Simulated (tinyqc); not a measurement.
From results back to parameters: Koster-Slater impurity in an sp3s* host.

Problem. In the Koster-Slater model a defect shifts the s level of its site by Vs and the p levels by Vp; an A1 level solves 1/Vs = G_s(E) and a T2 level 1/Vp = G_p(E), E from the top of the valence band. A defect has an A1 level at E = 1.1577 eV, one of the energies of the table, and a T2 level at 1.1577 eV.

G(E) of the host (1/eV):
```
E (eV)         G_s         G_p
0.0000  -0.0732506   0.0110520
0.2894  -0.0923193  -0.0320150
0.5788  -0.1144855  -0.0623034
0.8683  -0.1415323  -0.0911552
1.1577  -0.1762667  -0.1228724
1.4471  -0.2238177  -0.1627383
1.7365  -0.2952500  -0.2222121
2.0260  -0.4222646  -0.3426828
2.3154  -0.8468591  -1.3070844
```

Find: Vs, Vp.

Solution. Read G_s and G_p at the two energies and invert them. Vs is attractive and pulls its level down from the conduction bands. Vp is attractive and pulls its level down from the conduction bands.

Vs, Vp (eV): -5.7  -8.1

Run: tinyqc, `OMP_NUM_THREADS=1 python tinyqc.py 1480870 1480871 out.jsonl`; Intel(R) Xeon(R) Processor @ 2.30GHz, one thread, shared host; about 0.01 s of CPU time with all checks.
